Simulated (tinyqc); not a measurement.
Where in the gap a trap does harm: carrier lifetime from Shockley-Read-Hall, radiative, Auger and surface recombination. Computed by tinyqc, a small Python program. Command: `OMP_NUM_THREADS=1 python tinyqc.py 3005013 3005014 out.jsonl lifetime walk`. One thread of a shared host (Intel(R) Xeon(R) Processor @ 2.30GHz), about 0.02 s of CPU time with the checks.

Energies are counted from the top of the valence band. Boltzmann statistics, full ionisation, and equal excess densities of electrons and holes.

Inputs (values chosen for the exercise, with bands modelled on ZnO):
```
quantity                          value   unit
gap E_g                            3.41     eV
electron mass m_e                 0.265    m_0
valleys M_c                           1      -
hole mass m_h                     0.781    m_0
temperature T                       300      K
doping N                        1.2e+16  cm^-3
trap level E_t                     2.94     eV
trap density N_t                2.1e+11  cm^-3
electron cross-section sigma_n  3.6e-14   cm^2
hole cross-section sigma_p      6.3e-14   cm^2
```

Doping: n-type. Surface term: two equal surfaces.

Constants: m_0 = 9.1093837015e-31 kg; k_B = 1.380649e-23 J/K; h = 6.62607015e-34 J s; k_B = 8.617333262e-05 eV/K.

Method:
- N_c = 2 M_c (2 pi m_e k_B T/h^2)^(3/2) and N_v = 2 (2 pi m_h k_B T/h^2)^(3/2), masses in units of m_0.
- n_i = sqrt(N_c N_v) exp(-E_g/2 k_B T); majority density N/2 + sqrt(N^2/4 + n_i^2), minority density n_i^2 over it.
- v = sqrt(3 k_B T/m) with m_e or m_h; tau_n0 = 1/(sigma_n v_n N_t), tau_p0 = 1/(sigma_p v_p N_t); n1 = N_c exp(-(E_g - E_t)/k_B T), p1 = N_v exp(-E_t/k_B T).
- Low injection: tau = [tau_p0 (n_0 + n1) + tau_n0 (p_0 + p1)]/(n_0 + p_0). Depleted region (n = p = 0): generation lifetime tau_g = (tau_p0 n1 + tau_n0 p1)/n_i. n1 = N_c exp(-(E_g - E_t)/k_B T), p1 = N_v exp(-E_t/k_B T).

tau_p0 = 5.71936e-06 s

n_0 = 1.20e+16 cm^-3

N_c = 3.42327e+18 cm^-3

tau_n0 = 5.83019e-06 s

p_0 = 2.56053e-36 cm^-3

N_v = 1.73200e+19 cm^-3

n_i = 1.75289e-10 cm^-3

The same trap at other energies:
```
E_t (eV)  SRH lifetime (s)  generation lifetime (s)
0.205           8.7477e-06               2.0731e+20
0.511           5.7194e-06               1.4999e+15
0.852           5.7194e-06               2.8022e+09
1.194           5.7194e-06               5.0368e+03
1.535           5.7194e-06               9.4105e-03
1.705           5.7194e-06               1.5657e-05
1.876           5.7194e-06               1.8966e-03
2.217           5.7194e-06               1.0151e+03
2.558           5.7194e-06               5.4333e+08
2.898           5.7194e-06               2.7978e+14
3.205           6.3065e-06               4.0196e+19
```

What does the comparison show, and why?

The SRH lifetime (other channels left aside) stays within 10 % of its least value, among these rows, from E_t = 0.511 to 2.898 eV. The generation lifetime has a sharp minimum, among these rows at 1.705 eV and exactly at 1.726 eV, where tau_p0 n1 = tau_n0 p1, since generation needs two thermal jumps and the larger one rules.

Extremes, crossings and ranges named in words are read from the listed rows.
